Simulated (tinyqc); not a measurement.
Trap-assisted generation and recombination current of an abrupt junction: one step, computed by the program tinyqc. Command: `OMP_NUM_THREADS=1 python tinyqc.py 3024687 3024688 out.jsonl junctionleak walk`. One thread of a shared host (Intel(R) Xeon(R) Processor @ 2.30GHz), about 0.01 s of CPU time with the checks.

Depletion approximation, flat quasi-Fermi levels across the depleted layer, long neutral regions with minority lifetimes tau_n and tau_p, full ionisation and Boltzmann statistics. Voltages in exponents stand for e V.

Problem. Field enhancement at the peak field. Both capture times are divided by 1 + Gamma, Gamma = 2 sqrt(3 pi) (F/F_G) exp((F/F_G)^2), F_G = sqrt(24 m_t (k_B T)^3)/(e hbar) (the low-field Hurkx form), F being the local field, linear in x from 0 at the edges to F_m.

Inputs (values chosen for the exercise, with bands and screening modelled on GaSb): electron mass m_e = 0.0376 m_0; valleys M_c = 1; donor density N_D = 6.6e+17 cm^-3; temperature T = 250 K; tunnelling mass m_t = 0.27 m_0.

Field enhancement: Hurkx tunnelling factor.

peak field F_m = 105785.0 V/cm

Constants: m_0 = 9.1093837015e-31 kg; k_B = 1.380649e-23 J/K; e = 1.602176634e-19 C; hbar = 1.054571817e-34 J s.

Give: F_G; Gamma at F_m.

Solution.

F_G = 2.916e+05 V/cm

Gamma at F_m = 2.541

Caution: one side is doped near or above its effective density of states, so Boltzmann statistics understate V_bi.
